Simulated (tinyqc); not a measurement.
Tight binding, honeycomb lattice, step by step. One step of it, computed by the program tinyqc.

Task: Bloch Hamiltonian at K. H_AB = -t1 (1 + exp(-i k.a1) + exp(-i k.a2)); H_AA = delta - 2 t2 sum cos(k.b + phi), H_BB = -delta - 2 t2 sum cos(k.b - phi), b = a1, a2 - a1, -a2.

Parameters chosen for this model:
```
parameter      value                        unit
t1          2.630000                 eV, nearest
t2                 0       eV, second neighbours
phi        -2.470000  rad, phase of t2 (Haldane)
delta              0          eV, +/- on A and B
```

k point K (fractions of the reciprocal vectors): 0.333333  0.666667

Give: H(k) at K.

Result:

H(k) at K (eV):
```
       A      B
A  0.000  0.000
B  0.000  0.000
```
